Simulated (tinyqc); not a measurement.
# One rectangular barrier with mass mismatch, transfer matrices: two studies

One electron of energy E comes from the left lead (band edge 0); no transverse momentum. Parabolic bands, masses in units of m0, C = hbar^2/(2 m0); psi and psi'/m are continuous at every interface. The right lead equals the left one.

Parameters, values chosen for the exercise; masses and offsets of a made-up heterostructure: mass in the left lead mL = 0.053 m0; barrier height U1 = 1 eV; barrier mass m1 = 0.12 m0; barrier width d1 = 2.6 nm; electron energy E = 0.855 eV.

Constants: q = 1.602176634e-19 C, hbar = 1.054571817e-34 J s, m0 = 9.1093837015e-31 kg, hbar^2/(2 m0) = 0.0380998212 eV nm^2. Results are converted to the units shown.

Each table varies one quantity; the others keep the values above.

## Effect of the barrier mass and of the matching rule

For the pair (psi, psi'/m) a flat layer has M = [[cos kd, (m/k) sin kd], [-(k/m) sin kd, cos kd]] with k = sqrt(m (E - U)/C) above its edge U, and M = [[cosh Kd, (m/K) sinh Kd], [(K/m) sinh Kd, cosh Kd]] with K = sqrt(m (U - E)/C) below it. The matrices are multiplied with later layers to the left. With M acting on (psi, psi'/m) and v = k/m in each lead, T(E) = 4 vL vR/[(vL vR M12 - M21)^2 + (vR M11 + vL M22)^2]. The second column matches psi and psi' without the mass (every m outside k and K set to 1), which is not the envelope-function rule when the masses differ.

Effect of the barrier mass and of the matching rule:
```
m1 (m0),"T(E), psi'/m matched","T(E), psi' matched",ratio
0.024,0.5121,0.2596,0.5070
0.032,0.3890,0.2386,0.6133
0.042,0.2751,0.2144,0.7794
0.055,0.1786,0.1864,1.044
0.072,0.1063,0.1550,1.458
0.095,0.05715,0.1207,2.111
0.12,0.03177,0.09211,2.900
0.16,0.01422,0.06028,4.239
```

Read the table: what changes, and by how much?

With psi'/m matched, T(E) falls from 0.512 to 0.0142. The other rule gives 0.507 times that in the first row and 4.24 times in the last; the two rules coincide at m1 = mL = 0.053.

## Effect of the barrier width

Same model as above.

For a thick barrier T(E) tends to c exp(-2Kd), c = 16 g^2/(1 + g^2)^2, g = (K/m1)/vL.

Result of one run:
```
d1 (nm),K d,T(E),c exp(-2Kd)
5.23,3.5344,8.8369e-4,8.8297e-4
```

What becomes of these results when the barrier width d1 is changed from 5.23 to 0.44 nm, all else the same?

Result of the changed run:
```
d1 (nm),K d,T(E),c exp(-2Kd)
0.44,0.29735,0.74012,0.57227
```

The whole series:
```
d1 (nm),K d,T(E),c exp(-2Kd)
0.44,0.29735,0.74012,0.57227
1.13,0.76365,0.26871,0.22521
1.81,1.2232,0.097209,0.089833
2.5,1.6895,0.036508,0.035352
3.18,2.1490,0.014286,0.014101
3.87,2.6153,0.0055779,0.0055494
4.55,3.0749,0.0022181,0.0022136
5.23,3.5344,8.8369e-4,8.8297e-4
5.92,4.0007,3.4759e-4,3.4747e-4
```

T(E) falls from 0.740 to 3.48e-4. Here g = 0.274 and c = 1.04. The thick-barrier form is 23 % below the exact value at Kd = 0.30 and 0.032 % below it at Kd = 4.0; at the end T(E) loses 0.587 decades a nanometre, against 2K/ln 10 = 0.587. In 1 of the 9 rows a layer is thinner than 0.8 nm, a few atomic planes, where an effective mass is a rough description.

Range of the model: Masses are held fixed, although real bands cease to be parabolic a few tenths of an eV from their edges (inside a barrier too).

Computed by the program tinyqc: `OMP_NUM_THREADS=1 python tinyqc.py 2560122 2560123 out.jsonl`, one thread of a shared Intel Xeon 2.30GHz, about 0.01 s for the whole run.
